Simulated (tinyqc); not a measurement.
Free and trapped electrons in a MOS channel with a dense trap tail: one step of the calculation.

p-type body, charge-sheet picture, full ionisation (an idealisation for deep acceptors), Boltzmann statistics for free electrons. e = Ec - EF at the surface. Acceptor-like traps of density D(E) = D0 + De exp(-E/Ew) at depth E below Ec, from 0 to Eu, hold n_t = integral of D(E)/(1 + exp((e - E)/Vt)). psi = Eg - Vt ln(Nv/Na) - e; N_dep = sqrt(2 eps0 eps_r Na (psi - Vt)/q); n_f = sqrt(N_dep^2 + 2 eps0 eps_r Vt Nc exp(-e/Vt)/q) - N_dep; Vg = Vfb + psi + q (N_dep + n_t + n_f)/Cox, Cox = eps0 eox/tox.

Problem. Trapped charge. Trapezoid rule on 12 equal steps from 0 to Eu, f = 1/(1 + exp((e - E)/Vt)).

Values chosen for this exercise; band and dielectric values close to those of 4H silicon carbide:
- T = 300 K (temperature)
- D0 = 2.4e10 cm^-2 eV^-1 (constant background density of acceptor-like traps)
- De = 6e12 cm^-2 eV^-1 (density of the tail at the conduction edge)
- Ew = 0.12 eV (decay energy of the tail)
- Eu = 0.82 eV (depth below Ec down to which the traps reach)
- e = 0.129 eV (Ec - EF at the surface)

Constants: q = 1.602176634e-19 C, kB = 1.380649e-23 J/K, Vt = kB T/q. Results are converted to the units shown.

Give: E; D(E) f; n_t.

Solution.

| point | E (eV) | D(E) f (cm^-2 eV^-1) |
|---|---|---|
| 0 | 0 | 4.0723e10 |
| 1 | 0.068333 | 2.9858e11 |
| 2 | 0.13667 | 1.1157e12 |
| 3 | 0.20500 | 1.0552e12 |
| 4 | 0.27333 | 6.3668e11 |
| 5 | 0.34167 | 3.7193e11 |
| 6 | 0.41000 | 2.2093e11 |
| 7 | 0.47833 | 1.3543e11 |
| 8 | 0.54667 | 8.7052e10 |
| 9 | 0.61500 | 5.9677e10 |
| 10 | 0.68333 | 4.4188e10 |
| 11 | 0.75167 | 3.5423e10 |
| 12 | 0.82000 | 3.0464e10 |

n_t = 2.7992e11 cm^-2

Computed by the program tinyqc: `OMP_NUM_THREADS=1 python tinyqc.py 2222224 2222225 out.jsonl`, one thread of a shared Intel Xeon 2.30GHz, about 0.02 s for the whole run.
